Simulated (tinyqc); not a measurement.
Inside a calculation: carrier statistics of a doped semiconductor with parabolic bands. Values are carried at full precision from step to step, so a last printed digit may differ when a step is redone from the rounded ones.

Constants: kB = 8.617333262e-05 eV/K; hbar^2/2m0 = 3.80998211 eV angstrom^2.

Values chosen for the exercise (near those of InP; the results hold for these values, not for the real material): Eg0 = 1.436 eV (gap at 0 K); al = 0.000378 eV/K (Varshni alpha); be = 153 K (Varshni beta); T = 150 K; ml = 0.0781 m0 (longitudinal electron mass); mt = 0.0781 m0 (transverse electron mass); Mv = 1 (equivalent valleys); mhh = 0.568 m0 (heavy-hole mass); mlh = 0.0859 m0 (light-hole mass); ND = 1.7e+14 1/cm^3 (donors); NA = 7.5e+14 1/cm^3 (acceptors); ED = 0.00592 eV (donor level below Ec); EA = 0.0448 eV (acceptor level above Ev).

## Gap and thermal energy

Eg(T) = Eg0 - al T^2/(T + be) (Varshni).

Eg = 1.40793 eV
kT = 0.012926 eV

The gap has shrunk by 28.1 meV from 0 K and is 108.9 kT wide.

## Effective densities of states

m_de = Mv^(2/3) (ml mt^2)^(1/3); m_dh = (mhh^(3/2) + mlh^(3/2))^(2/3); N = 2 (m kB T/(4 pi c))^(3/2) with c = hbar^2/2m0, in 1/angstrom^3; times 1e24 for 1/cm^3.

m_de = 0.0781 m0
m_dh = 0.5901 m0
Nc = 1.9364e+17 1/cm^3
Nv = 4.0213e+18 1/cm^3

The light holes supply 5.6 % of Nv, and Nc/Nv = 0.0482.

## Intrinsic density and level

With Boltzmann statistics ni = sqrt(Nc Nv) exp(-Eg/2kT) and Ei = Eg/2 + (kT/2) ln(Nv/Nc), counted from Ev.

ni = 1.97e-06 1/cm^3
Ei = 0.7236 eV

Ei lies 19.6 meV above midgap, towards the band with the smaller density of states.

## Neutrality by bisection

Energies are counted from Ev, so Ec = Eg. n = Nc F_1/2((EF - Eg)/kT), p = Nv F_1/2(-EF/kT), ND+ = ND/(1 + 2 exp((EF - Eg + ED)/kT)), NA- = NA/(1 + 4 exp((EA - EF)/kT)); neutrality asks p + ND+ = n + NA-. F_j(eta) = (1/Gamma(j + 1)) integral_0^infinity x^j dx/(1 + exp(x - eta)), which tends to exp(eta) for eta << 0.

Start from the bracket [-0.2 eV, Eg + 0.2 eV]; at the midpoint EF take the sign of p + ND+ - n - NA-; where it is positive EF must rise. Fourteen steps are shown.

Bisection (eV, 1/cm^3):
```
step       low     high       EF         n         p       ND+       NA-  sign
1     -0.20000  1.60793  0.70397  4.31e-07  8.96e-06  1.70e+14  7.50e+14     -
2     -0.20000  0.70397  0.25198  2.81e-22  1.37e+10  1.70e+14  7.50e+14     -
3     -0.20000  0.25198  0.02599  7.18e-30  5.15e+17  1.70e+14  4.13e+13     +
4      0.02599  0.25198  0.13899  4.49e-26  8.60e+13  1.70e+14  7.48e+14     -
5      0.02599  0.13899  0.08249  5.68e-28  6.80e+15  1.70e+14  6.16e+14     +
6      0.08249  0.13899  0.11074  5.05e-27  7.65e+14  1.70e+14  7.32e+14     +
7      0.11074  0.13899  0.12486  1.51e-26  2.57e+14  1.70e+14  7.44e+14     -
8      0.11074  0.12486  0.11780  8.72e-27  4.43e+14  1.70e+14  7.40e+14     -
9      0.11074  0.11780  0.11427  6.64e-27  5.82e+14  1.70e+14  7.36e+14     +
10     0.11427  0.11780  0.11603  7.61e-27  5.08e+14  1.70e+14  7.38e+14     -
11     0.11427  0.11603  0.11515  7.10e-27  5.44e+14  1.70e+14  7.37e+14     -
12     0.11427  0.11515  0.11471  6.87e-27  5.63e+14  1.70e+14  7.37e+14     -
13     0.11427  0.11471  0.11449  6.75e-27  5.72e+14  1.70e+14  7.37e+14     +
14     0.11449  0.11471  0.11460  6.81e-27  5.67e+14  1.70e+14  7.37e+14     +
```

Each step halves the bracket, which is 0.221 meV wide at the last row.

## The neutral state

Solve the neutrality condition for EF to convergence.

EF = 0.1146 eV
n = 6.82e-27 1/cm^3
p = 5.67e+14 1/cm^3
ND+ = 1.70e+14 1/cm^3
NA- = 7.37e+14 1/cm^3

The material is p-type; 98.2 % of the acceptors are ionised. EF lies 8.87 kT inside the gap from the valence edge, so Boltzmann statistics would serve; n p/(Nc Nv exp(-Eg/kT)) = 1.000.

## Checks

- F_1/2(1) by the trapezoid rule against adaptive quadrature: both 1.575641.
- Positive against negative charge at the solution (1/cm^3): both 7.36708e+14.

Run: tinyqc, `OMP_NUM_THREADS=1 python tinyqc.py 1650683 1650684 out.jsonl`; Intel(R) Xeon(R) Processor @ 2.30GHz, one thread, shared host; about 0.01 s of CPU time with all checks.
